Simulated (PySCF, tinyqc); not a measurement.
Inside a calculation. Method: CCSD on RHF in the sto-3g basis, for H4, spin multiplicity 1. The lowest restricted solution is unstable here: a spin-polarised one lies 0.0602 hartree lower (PySCF). One step of it, computed by the program tinyqc.

Task: Iteration 1: diagonalisation and new density. Diagonalise F' = X^T F X, C = X C', fill 2 alpha and 2 beta electrons from the bottom; D = 2 C_occ C_occ^T. Each column has its largest component positive (the first on a tie).

Fock matrix F (hartree), order 1H 1s, 2H 1s, 3H 1s, 4H 1s:
$$\begin{pmatrix}
-0.235011 & -0.331167 & -0.384379 & -0.250026 \\
-0.331167 & -0.235011 & -0.250026 & -0.384379 \\
-0.384379 & -0.250026 & -0.235011 & -0.331167 \\
-0.250026 & -0.384379 & -0.331167 & -0.235011
\end{pmatrix}$$

X, order 1H 1s, 2H 1s, 3H 1s, 4H 1s:
$$\begin{pmatrix}
1.125447 & -0.183104 & -0.238907 & 0.008874 \\
-0.183104 & 1.125447 & 0.008874 & -0.238907 \\
-0.238907 & 0.008874 & 1.125447 & -0.183104 \\
0.008874 & -0.238907 & -0.183104 & 1.125447
\end{pmatrix}$$

Give: F' = X^T F X; orbital energies; coefficients C; D after iteration 1.

Result:

F' = X^T F X (hartree):
$$\begin{pmatrix}
0.000 & -0.258 & -0.326 & -0.025 \\
-0.258 & 0.000 & -0.025 & -0.326 \\
-0.326 & -0.025 & 0.000 & -0.258 \\
-0.025 & -0.326 & -0.258 & 0.000
\end{pmatrix}$$

orbital energies (hartree): MO1 -0.609, MO2 -0.043, MO3 0.094, MO4 0.558

coefficients C, order 1H 1s, 2H 1s, 3H 1s, 4H 1s:
$$\begin{pmatrix}
0.356 & 0.530 & 0.586 & 0.778 \\
0.356 & -0.530 & 0.586 & -0.778 \\
0.356 & 0.530 & -0.586 & -0.778 \\
0.356 & -0.530 & -0.586 & 0.778
\end{pmatrix}$$

D after iteration 1, order 1H 1s, 2H 1s, 3H 1s, 4H 1s:
$$\begin{pmatrix}
0.816 & -0.309 & 0.816 & -0.309 \\
-0.309 & 0.816 & -0.309 & 0.816 \\
0.816 & -0.309 & 0.816 & -0.309 \\
-0.309 & 0.816 & -0.309 & 0.816
\end{pmatrix}$$
